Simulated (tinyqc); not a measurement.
## Length offset and series resistance from crossing lines

Problem. R_total = Rs + k (L - dL)/Vo with constant Rs, dL and k. Find k, dL and Rs.

R_total at (L, Vo) = (90, 0.45), (270, 0.45), (90, 0.92) and (270, 0.92), L in nm and Vo in V (ohm um): [465.68889, 1025.6889, 329.95652, 603.86957]

Solution. At each overdrive R is a straight line in L with slope k/Vo; the two lines cross at L = dL, R = Rs.

k = 1.400 ohm um V/nm
dL = 4.600 nm
Rs = 200.0 ohm um

Program tinyqc, `OMP_NUM_THREADS=1 python tinyqc.py 2282251 2282252 out.jsonl`; Intel Xeon 2.30GHz, shared host, one thread, about 0.05 s.
